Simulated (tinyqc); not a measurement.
# IGBT as a p-i-n diode in series with a MOS channel, on-state and switching loss: what changes with what

High injection (n = p) in a drift layer from x = -W/2 (anode) to +W/2 (cathode side), recombination only in the layer with lifetime tau, ideal emitters. The channel feeds the cathode side and carries the whole current. Auger recombination, carrier-carrier scattering, emitter losses and the carrier dip under the p body are left out.

Inputs (values chosen for the exercise); material values close to those of silicon: temperature T = 350 K; band gap Eg = 1.1 eV; conduction-band density of states at T Nc = 3.59e19 cm^-3; valence-band density of states at T Nv = 3.31e19 cm^-3; electron mobility mn = 997 cm^2/(V s); hole mobility mp = 342 cm^2/(V s); width of the drift layer W = 350 um; doping of the drift layer Nd = 1.8e13 cm^-3; high-injection lifetime tau = 14 us; current density J = 50 A/cm^2; channel and accumulation resistance Rch = 1.8 mohm cm^2; link voltage Vdc = 1800 V; turn-off energy per stored charge and link voltage ks = 0.07; switching frequency f = 10 kHz.

Constants: q = 1.602176634e-19 C, kB = 1.380649e-23 J/K, Vt = kB T/q. Results are converted to the units shown.

Each table varies one quantity; the others keep the values above.

## Effect of the switching frequency

b = mn/mp, B = (b - 1)/(b + 1), La = sqrt(2 Vt mn mp tau/(mn + mp)), y = W/(2 La). n(x) = (tau J/(2 q La))[cosh(x/La)/sinh y - B sinh(x/La)/cosh y]. Vm = Vt [(8 b/(b + 1)^2)(sinh y/s) arctan(s sinh y) + B ln((1 + B tanh^2 y)/(1 - B tanh^2 y))], s = sqrt(1 - B^2 tanh^2 y); Vj = Vt ln(n(-W/2) n(W/2)/ni^2), ni = sqrt(Nc Nv) exp(-Eg/(2 Vt)), Eg in volts; Vc = J Rch; Von = Vm + Vj + Vc. Stored charge tau J, turn-off energy Eoff = ks tau J Vdc, loss at half duty 0.5 J Von + f Eoff. A unipolar device on the same layer has Vu = J (W/(q mn Nd) + Rch).

The same in every row: y = 1.1934; Von (V) = 0.95012; Vu (V) = 608.73; Eoff (mJ/cm^2) = 88.200.

Effect of the switching frequency:
```
f (kHz)  total loss (W/cm^2)
0.3                   50.213
0.64                  80.201
1.4                   147.23
2.9                   279.53
6.2                   570.59
13                    1170.4
28                    2493.4
60                    5315.8
```

What does the table show?

As f goes from 0.3 to 60 kHz, Von stays at 0.950 V, Eoff stays at 88.2 mJ/cm^2 and the total loss rises from 50.2 to 5320 W/cm^2. Von is below Vu in 8 of the 8 rows. In every row the density at the anode passes 2e17 cm^-3, where Auger recombination and emitter losses matter.

## Effect of the current density

Same model as above.

The same in every row: y = 1.193.

Result of one run:
```
J (A/cm^2)  Von (V)  Vu (V)  Eoff (mJ/cm^2)  total loss (W/cm^2)
31           0.8871   377.4           54.68                560.6
```

What becomes of these results when the current density J is changed from 31 to 12 A/cm^2, all else the same?

Result of the changed run:
```
J (A/cm^2)  Von (V)  Vu (V)  Eoff (mJ/cm^2)  total loss (W/cm^2)
12           0.7956   146.1           21.17                216.5
```

The whole series:
```
J (A/cm^2)  Von (V)  Vu (V)  Eoff (mJ/cm^2)  total loss (W/cm^2)
0.3          0.5521   3.652          0.5292                5.375
0.76         0.6090   9.253           1.341                13.64
1.9          0.6663   23.13           3.352                34.15
4.8          0.7274   58.44           8.467                86.42
12           0.7956   146.1           21.17                216.5
31           0.8871   377.4           54.68                560.6
78            1.027   949.6           137.6                 1416
200           1.304    2435           352.8                 3658
500           1.899    6087           882.0                 9295
```

As J goes from 0.3 to 500 A/cm^2, Von rises from 0.552 to 1.90 V, Eoff rises from 0.529 to 882 mJ/cm^2 and the total loss rises from 5.37 to 9290 W/cm^2. Von is below Vu in 9 of the 9 rows. For J = 78 to 500 A/cm^2 the density at the anode passes 2e17 cm^-3, where Auger recombination and emitter losses matter.

## Effect of the high-injection lifetime

Same model as above.

The same in every row: Vu (V) = 608.73.

Effect of the high-injection lifetime:
```
tau (us)        y  Von (V)  Eoff (mJ/cm^2)  total loss (W/cm^2)
2.8        2.6684   1.3528          17.640               210.22
4.6        2.0819   1.1029          28.980               317.37
7.4        1.6414   1.0009          46.620               491.22
12         1.2890  0.95696          75.600               779.92
20        0.99843  0.94290          126.00               1283.6
32        0.78933  0.94602          201.60               2039.7
53        0.61333  0.95933          333.90               3363.0
86        0.48149  0.97816          541.80               5442.5
140       0.37737   1.0009          882.00               8845.0
```

As tau goes from 2.8 to 140 us, Von goes from 1.35 through a minimum of 0.943 (at tau = 20 us among the rows listed) to 1.00 V, Eoff rises from 17.6 to 882 mJ/cm^2 and the total loss rises from 210 to 8850 W/cm^2. Von is below Vu in 9 of the 9 rows. For tau = 12 to 140 us the density at the anode passes 2e17 cm^-3, where Auger recombination and emitter losses matter.

Program tinyqc, `OMP_NUM_THREADS=1 python tinyqc.py 2590123 2590124 out.jsonl`; Intel Xeon 2.30GHz, shared host, one thread, about 0.01 s.
